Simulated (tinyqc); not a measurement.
## Single-electron transistor, orthodox theory and master equation: the Coulomb oscillation

A metal island with n extra electrons joins the left lead (voltage V) and the right lead (0 V) by tunnel junctions and couples to a gate. Cs = CL + CR + Cg. Adding electron n + 1 costs mu(n) = [q (n + 1/2) - CL V - Cg Vg]/Cs (in volts); the Fermi levels are -V (left) and 0 (right). A jump that gains the energy W has the rate G(W) = (W/q)/(R [1 - exp(-W/Vt)]), W in volts, Vt = kB T/q. Sequential tunnelling only; I > 0 flows from left to right.

Here V = 6.1 mV. Onto the island: from the left W = -V - mu(n), from the right W = -mu(n); off the island (n + 1 to n): to the left W = mu(n) + V, to the right W = mu(n). Steady state: p(n + 1)/p(n) = (sum of on rates)/(sum of off rates), normalised. I = q sum_n [p(n + 1) (off to left) - p(n) (on from left)]. Enough charge states are kept that the digits shown do not change.

Values chosen for this exercise:
```
symbol,value,unit,meaning
CL,1.9,aF,capacitance of the left junction
CR,1.9,aF,capacitance of the right junction
Cg,0.4,aF,gate capacitance
RL,85,kohm,resistance of the left junction
RR,85,kohm,resistance of the right junction
T,26,K,temperature
```

Constants: q = 1.602176634e-19 C, kB = 1.380649e-23 J/K, Vt = kB T/q. Results are converted to the units shown.

The Coulomb oscillation:
```
Vg (mV),I (nA),mean n
0,0.1610,0.000
40.1,0.3308,0.002
80.1,1.257,0.009
120,4.382,0.041
160,11.62,0.166
200,17.89,0.469
240,13.07,0.796
280,5.283,0.948
320,1.560,0.989
360,0.4085,0.998
401,0.1608,1.000
441,0.3345,1.002
481,1.272,1.009
521,4.439,1.041
```

What does the table show?

I is largest, 17.9 nA, at Vg = 200 mV and smallest, 0.161 nA, at 401 mV among the rows; the pattern repeats every q/Cg = 401 mV. At zero temperature current flows while mu(0) lies between -V and 0, for Vg from 171 to 235 mV; the mean n moves from 0.00 to 1.04 over the table.

Range of the model: Cotunnelling, which dominates deep in the blockade, is left out. A junction resistance within a factor of four of h/q^2 = 25.8 kohm strains the orthodox theory.

tinyqc, about 0.01 s, one thread, Intel Xeon 2.30GHz (shared host): `OMP_NUM_THREADS=1 python tinyqc.py 2780017 2780018 out.jsonl`
